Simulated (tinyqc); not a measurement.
Gate voltage for a given inversion charge.

Problem. p-type body, charge-sheet picture, depletion and inversion only, full ionisation (an idealisation for deep acceptors), Boltzmann statistics (rough once Na exp(x - xn) passes about Nc/7). In units of Vt: xg = (Vg - Vfb)/Vt, x = psi/Vt, G = gamma/sqrt(Vt), xn = (2 phiF + Vc)/Vt. The implicit equation is (xg - x)^2 = G^2 [x - 1 + exp(x - xn)] for x above about 3. Cox = eps0 eox/tox. ni = sqrt(Nc Nv) exp(-Eg/(2 Vt)), Eg in volts; phiF = Vt ln(Na/ni); gamma = sqrt(2 q eps0 eps_r Na)/Cox. N_inv = (Cox Vt G/q) [sqrt(x - 1 + exp(x - xn)) - sqrt(x - 1)]. Find x - xn, psi and Vg.

Values chosen for this exercise; band and dielectric values close to those of silicon:
- T = 250 K (temperature)
- Eg = 1.12 eV (band gap)
- eps_r = 11.9 (relative permittivity)
- Nc = 2.17e19 cm^-3 (conduction-band density of states at T)
- Nv = 1.98e19 cm^-3 (valence-band density of states at T)
- eox = 22.1 (relative permittivity of the gate insulator (close to hafnium oxide))
- tox = 3.6 nm (insulator thickness)
- Na = 4.3e16 cm^-3 (acceptor density)
- Vfb = -0.41 V (flat-band voltage)
- Vc = 0 V (channel-body voltage)

Constants: q = 1.602176634e-19 C, kB = 1.380649e-23 J/K, Vt = kB T/q, eps0 = 8.8541878128e-14 F/cm where lengths are in cm. Results are converted to the units shown.

N_inv = 3.7e11 cm^-2

Answer. N_inv rises steadily with x, so it fixes x; the implicit equation then gives xg directly.

x - xn = 4.01
psi = 0.940 V
Vg = 0.562 V

tinyqc, about 0.01 s, one thread, Intel Xeon 2.30GHz (shared host): `OMP_NUM_THREADS=1 python tinyqc.py 2122003 2122004 out.jsonl`
